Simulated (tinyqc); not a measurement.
# Changing the temperature T

Model: thermal boundary conductance by the acoustic and diffuse mismatch models. Computed by tinyqc, a small Python program. Command: `OMP_NUM_THREADS=1 python tinyqc.py 3001730 3001731 out.jsonl kapitza sweep`. One thread of a shared host (Intel(R) Xeon(R) Processor @ 2.30GHz), about 0.02 s of CPU time with the checks.

Each side has one longitudinal and two transverse Debye branches, omega = v q up to q_D = (6 pi^2 n)^(1/3), with n counting all atoms. Scattering at the interface is elastic. Electrons are left out of G, also for metals. Melting is ignored. G refers to the temperatures of the phonons sent towards the interface. Linear branches over all atoms overstate G at high T, most for crystals with several atoms a cell.

Inputs (values chosen for the exercise, modelled on magnesium oxide (side 1) and germanium (side 2)):

| quantity | value | unit |
|---|---|---|
| density rho_1 | 3.69 | g/cm^3 |
| longitudinal velocity vL_1 | 9760 | m/s |
| transverse velocity vT_1 | 5980 | m/s |
| atom density n_1 | 106 | 1/nm^3 |
| conductivity kappa_1 | 53.5 | W/(m K) |
| density rho_2 | 5.3 | g/cm^3 |
| longitudinal velocity vL_2 | 5180 | m/s |
| transverse velocity vT_2 | 3330 | m/s |
| atom density n_2 | 44.1 | 1/nm^3 |
| conductivity kappa_2 | 61.6 | W/(m K) |
| thickness d_1 | 110 | nm |
| thickness d_2 | 21000 | nm |
| heat flux J | 3.2 | kW/cm^2 |

Structure: film on a substrate.

Constants: hbar = 1.054571817e-34 J s; k_B = 1.380649e-23 J/K.

Method:
- omega_c = v q_D for each branch, given as hbar omega_c/k_B; impedance Z = rho v.
- No mode conversion. t(theta) = 4 Z_1 Z_2 cos(theta_1) cos(theta_2)/N^2, with N = Z_2 cos(theta_1) + Z_1 cos(theta_2) for L (the form for pressure waves) and N = Z_1 cos(theta_1) + Z_2 cos(theta_2) for both T branches (the form for shear waves polarised along the interface); sin(theta_2) = (v_2/v_1) sin(theta_1), and t = 0 beyond the critical angle arcsin(v_1/v_2); the mean over the incoming flux is alpha = 2 int t sin(theta_1) cos(theta_1) d theta_1 (64 Gauss-Legendre points).
- G = (k_B^4 T^3/(8 pi^2 hbar^3)) int W(x) x^4 e^x/(e^x - 1)^2 dx, x = hbar omega/(k_B T). Acoustic mismatch: W = sum over the three branches of alpha(1 to 2)/v_1^2, each up to the lower of its two cut-offs. Diffuse mismatch: W = S_1 S_2/(S_1 + S_2), where S_i sums 1/v^2 over the branches of side i still below their cut-off. Radiation limit: W = min(S_1, S_2). The integral is split at the four cut-offs (64 Gauss-Legendre points a piece, x at most 45).
- Boundary resistance R = 1/G and Kapitza length kappa_2/G use the diffuse value.
- In series: Delta T = J (d_1/kappa_1 + R + d_2/kappa_2), with bulk conductivities in the layers and one-dimensional flow.

One run for each value:

| temperature T (K) | G, diffuse mismatch (MW/(m^2 K)) | G, acoustic mismatch (MW/(m^2 K)) | Kapitza length in side 2 (nm) | interface share of film plus interface |
|---|---|---|---|---|
| 3.0 | 1.401e-02 | 1.722e-02 | 4.398e+06 | 1.0000 |
| 5.7 | 9.606e-02 | 1.181e-01 | 6.412e+05 | 0.9998 |
| 11.0 | 6.904e-01 | 8.489e-01 | 8.922e+04 | 0.9986 |
| 20.0 | 4.150e+00 | 5.102e+00 | 1.485e+04 | 0.9915 |
| 38.0 | 2.777e+01 | 3.367e+01 | 2.218e+03 | 0.9460 |
| 71.0 | 1.346e+02 | 1.428e+02 | 4.575e+02 | 0.7832 |
| 130.0 | 3.483e+02 | 3.063e+02 | 1.769e+02 | 0.5827 |
| 250.0 | 5.408e+02 | 4.273e+02 | 1.139e+02 | 0.4735 |
| 480.0 | 6.219e+02 | 4.742e+02 | 9.905e+01 | 0.4389 |
| 900.0 | 6.467e+02 | 4.882e+02 | 9.526e+01 | 0.4293 |

Over the rows, G, diffuse mismatch (MW/(m^2 K)) rises from 0.0140 to 647 (exponent d ln y / d ln x 3.0 between the first rows and 0.062 between the last); G, acoustic mismatch (MW/(m^2 K)) rises from 0.0172 to 488 (exponent d ln y / d ln x 3.0 between the first rows and 0.046 between the last); Kapitza length in side 2 (nm) falls from 4.40e6 to 95.3 (exponent d ln y / d ln x -3.0 between the first rows and -0.062 between the last). At the low end the exponent of G, diffuse mismatch is 3.00, close to 3: the T^3 law of long waves. At the low end the exponent of G, acoustic mismatch is 3.00, close to 3: the T^3 law of long waves. G follows the heat capacity of the modes that both sides share: T^3 while only long waves are excited, flat once k_B T passes the shared cut-offs. The conductivities are held fixed here.

Caution (rows 3.00, 5.70, 11.0, 20.0, 38.0, 71.0, 130): kappa_2 is of room-temperature size, so the Kapitza length is only nominal at this T. Caution (rows 3.00, 5.70, 11.0, 20.0, 38.0): the rise is not small against T, so constant conductivities fail; a rise of thousands of kelvin would destroy the stack. Caution (rows 3.00, 5.70, 11.0, 20.0, 38.0, 71.0, 130): the conductivities are of room-temperature size; at this T real values can differ much and free paths can be long. Caution (all rows): R from emitted-phonon temperatures is too large for use in series with Fourier layers, by up to a factor of about 2. Caution (rows 250, 480, 900): at this temperature short waves carry the heat; linear branches up to q_D overstate their velocity, and inelastic processes, left out here, grow with T.
